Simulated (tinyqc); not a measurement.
Stacked nanosheet transistor, parasitic resistance, capacitance and delay: course of the iteration: sheet currents at Vgs = Vdd, Vds = Vdd/2.

Ns sheets share one contact on top; each has perimeter p = 2 (Ws + ts) and cross-section A = Ws ts; contact width Wc = Ws + 10 nm, stack height Hs = Ns pv. Sheet 1 is the top one. Contact length Lc = CPP - Lg - 2 Lsp, shared by two neighbouring gates. Source and drain sides are equal. The formulas are first-order estimates, not field solutions.

One sheet: I = p Q vx u/(1 + |u|^1.8)^(1/1.8), Q = Cinv n Vt ln(1 + exp((Vg' - VT + dl Vd')/(n Vt))), u = Vd' mu/(vx Lg), Vg' = Vgs - v, Vd' = Vds - 2 v, with the drop on each side v_j = Rc sum I + rv (sum over levels k = 2..j of the current of sheets k..Ns) + Rx I_j. I(new) = I + 0.5 (I(out) - I).

Stop when the largest change of I is below 1e-6 uA, or after 80 iterations.

Values chosen for this exercise; values close to those of silicon logic devices: temperature T = 300 K; sheet width Ws = 30 nm; sheet thickness ts = 6 nm; vertical resistance between sheet levels rv = 48 ohm; gate length Lg = 16 nm; inversion capacitance Cinv = 2.3 uF/cm^2; injection velocity vx = 1.4e7 cm/s; apparent mobility mu = 300 cm^2/(V s); threshold at zero drain voltage VT = 0.27 V; barrier lowering dl = 0.058 V/V; subthreshold factor n = 1.15; supply voltage Vdd = 0.8 V.

Constants: q = 1.602176634e-19 C, kB = 1.380649e-23 J/K, Vt = kB T/q. Results are converted to the units shown.

I at the start (uA): sheet 1 0, sheet 2 0, sheet 3 0
Rc = 446.040 ohm
Rx = 216.667 ohm

Course of the iteration:
```
iteration	total I (uA)	largest |change| of one entry (uA)
1	187.361	62.5
2	233.229	16.2
3	240.217	3.28
4	240.896	0.760
5	240.973	0.270
6	240.990	0.113
7	240.996	0.0488
8	240.999	0.0213
9	241.000	9.28e-3
...	...	...
13	241.001	3.36e-4
14	241.001	1.47e-4
15	241.001	6.40e-5
16	241.001	2.79e-5
17	241.001	1.22e-5
18	241.001	5.33e-6
19	241.001	2.32e-6
20	241.001	1.02e-6
21	241.001	4.43e-7
```

Did this iteration meet its convergence test, and what does its course show?

Yes. Converged in 21 iterations. At the end each change is about 0.44 times the one before: linear convergence. The bottom sheet carries 93.8 % of the current of the top one.

Program tinyqc, `OMP_NUM_THREADS=1 python tinyqc.py 2170074 2170075 out.jsonl`; Intel Xeon 2.30GHz, shared host, one thread, about 0.1 s.
